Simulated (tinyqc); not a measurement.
Self-heating of a transistor with one or more fingers, with temperature-dependent conductivity: one step, computed by the program tinyqc. Command: `OMP_NUM_THREADS=1 python tinyqc.py 3011396 3011397 out.jsonl selfheat walk`. One thread of a shared host (Intel(R) Xeon(R) Processor @ 2.30GHz), about 0.07 s of CPU time with the checks.

N long parallel fingers lie on the top face of a slab whose bottom is held at T_0; the top is otherwise insulated, and heat flows in two dimensions. P in W/mm is 1000 P in W/m.

Question. Extra rise from ballistic phonons. Near a source smaller than the free path, Fourier's law overstates the flow. Rough estimate: a strip that emits phonons into a half space adds a resistance times area of 4 Lambda/(3 kappa_0), from the ballistic flux C v Delta T/4 with kappa_0 = C v Lambda/3, so Delta T_b = 4 Lambda P/(3 kappa_0 w); Knudsen number Lambda/w.

Inputs (values chosen for the exercise, modelled on sapphire):
```
quantity                                      value        unit
conductivity at the base temperature kappa_0   27.4     W/(m K)
power per gate width P                         0.34        W/mm
width of the heat source w                     0.17  micrometre
phonon free path Lambda                          23          nm
```

Power: fixed power.

largest theta = 35.15201 K

Give: Knudsen number; ballistic rise Delta T_b; Delta T_b / largest theta.

Answer.

Knudsen number = 0.13529

ballistic rise Delta T_b = 2.2384 K

Delta T_b / largest theta = 0.063679

By this estimate the ballistic term is at most a fifth of the Fourier rise.
